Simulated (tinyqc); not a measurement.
Changing the growth number V delta/D: binary melting diagram from solution models of liquid and solid. Computed by tinyqc, a small Python program. Command: `OMP_NUM_THREADS=1 python tinyqc.py 3010604 3010605 out.jsonl melt sweep`. One thread of a shared host (Intel(R) Xeon(R) Processor @ 2.30GHz), about 0.01 s of CPU time with the checks.

x is the fraction of B. In a phase with interaction L: mu_A = G_A + R T ln(1 - x) + L x^2, mu_B = G_B + R T ln x + L (1 - x)^2. Melting: G(liquid) - G(solid) = H (1 - T/T_m) for each pure component.

Inputs (values chosen for the exercise, modelled on Si-Ge):
```
quantity                 value    unit
melting point T_A         1687       K
melting point T_B         1211       K
heat of melting H_A       50.2  kJ/mol
heat of melting H_B       37.1  kJ/mol
liquid interaction L_L     6.3  kJ/mol
solid interaction L_S      3.5  kJ/mol
dilute content c0 of B  0.0023       -
```

Diagram: complete solid solution (lens).

Constants: R = 8.314462618 J/(mol K).

Method. At T_A, k0 = exp[(dG_B(T_A) + L_L - L_S)/(R T_A)]; van 't Hoff: m_L = -R T_A^2 (1 - k0)/H_A per unit fraction. Burton-Prim-Slichter: k_eff = k0/[k0 + (1 - k0) exp(-V delta/D)]. Freezing range of c0: |m_L| c0 |1 - k0|/k0.

One run for each value:
```
growth number V delta/D  effective coefficient k_eff
0.02                                         0.43661
0.047                                        0.44326
0.11                                         0.45886
0.26                                         0.49627
0.61                                         0.58299
1.4                                          0.75493
3.4                                          0.95792
8                                            0.99956
```

What does the table show?

Over the rows, effective coefficient k_eff rises from 0.437 to 1.000 (exponent d ln y / d ln x 0.018 between the first rows and 0.050 between the last).
